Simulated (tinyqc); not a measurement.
Valley-orbit splitting of a donor ground state, with strain: one step, computed by the program tinyqc.

The basis is the 1s envelope in each valley; energies are counted from the unstrained conduction-band edge. The strain is e_s (a a^T - 1/3) for the unit stress axis a, so valley j along n_j moves by Xi_u e_s w_j with w_j = (n_j.a)^2 - 1/3: +1/6 for x and y, -1/3 for z. The splitting at the zone boundary that a [110] shear adds for <100> valleys is left out.

Problem. Levels without strain. By symmetry: E(A1) = E_0 + Lambda + 4 Delta_1 + Delta_2 (one state), E(T2) = E_0 + Lambda - Delta_2 (three), E(E) = E_0 + Lambda - 2 Delta_1 + Delta_2 (two), as binding energies.

Inputs (values chosen for the exercise, modelled on donors in silicon):
```
quantity                          value  unit
single-valley binding energy E_0   31.9   meV
central-cell shift Lambda          2.97   meV
coupling Delta_1                   2.03   meV
coupling Delta_2                    1.7   meV
```

Valleys: six along <100>. Stress axis: [110].

Give: E(A1); E(T2); E(E).

Solution.

E(A1) = 44.69 meV

E(T2) = 33.17 meV

E(E) = 32.51 meV

Only A1 has all valley amplitudes in phase, so only it has weight at the nucleus. Of the upper states T2 is bound more strongly, because Delta_1 is larger than Delta_2.
